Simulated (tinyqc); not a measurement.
What each parameter does: tunnelling through a thin dielectric with one trap, as a tight-binding chain.

Hopping -t everywhere, t = c/(m a^2), c = hbar^2/2m0; lead sites at 2t (band bottom 0), barrier sites 1 to N at 2t + phi, and site j has U besides. No voltage. Leads give S = -t exp(ika) on sites 1 and N, cos(ka) = 1 - E/(2t). T = (2 t sin(ka))^2 |G_1N|^2, G = (E - H - S)^-1. In the barrier cosh(q a) = 1 + (phi - E)/(2t).

Resonance: the lowest eigenvalue of H + S(E), iterated until its real part equals E (40 rounds from Eb = phi + 2t - sqrt(4t^2 + U^2), the level in an endless barrier). With v the normalised squared amplitudes of that state, Gamma_L = 2 t sin(ka) v_1, Gamma_R = 2 t sin(ka) v_N; Breit-Wigner T = Gamma_L Gamma_R/((E - Er)^2 + (Gamma_L + Gamma_R)^2/4).

Constants: hbar^2/2m0 = 3.80998211 eV angstrom^2.

Inputs chosen for the exercise (barrier and mass of the size used for SiO2 on silicon; the results hold for these values, not for the real material): a = 2.5 angstrom (site spacing); m = 0.43 m0 (mass, the same in leads and barrier); phi = 3.01 eV (conduction edge of the barrier above that of the leads); N = 8 (barrier sites); j = 3 (site of the trap); U = -4.38 eV (extra energy on the trap site); E = 0.59 eV (electron energy).

Resonance and log10 T at E.

One parameter was then changed.

Results before and after:
```
case     Er (eV)  Gamma_L (meV)  Gamma_R (meV)  log10 T
base      0.6243          14.99       0.009935   -3.970
changed   0.7311          21.23        0.02119   -4.871
```

Which of these changes was made? (a) phi = 3.11 eV; (b) j = 4; (c) m = 0.396 m0; (d) U = -4.249 eV; (e) N = 9.

Answer: (c) m = 0.396 m0. Of the candidates, run in turn, only this one gives the changed row.

All candidates:
```
case           Er (eV)  Gamma_L (meV)  Gamma_R (meV)  log10 T
base            0.6243          14.99       0.009935   -3.970
m = 0.396 m0    0.7311          21.23        0.02119   -4.871
phi = 3.11 eV   0.7249          15.49        0.01027   -5.276
N = 9           0.6243          14.99      0.0008657   -5.037
j = 4           0.6274          1.317         0.1150   -4.029
U = -4.249 eV   0.7343          17.04        0.01316   -5.204
```

Program tinyqc; command `OMP_NUM_THREADS=1 python tinyqc.py 1452124 1452125 out.jsonl`; about 0.09 s on one thread of a shared Intel(R) Xeon(R) Processor @ 2.30GHz.
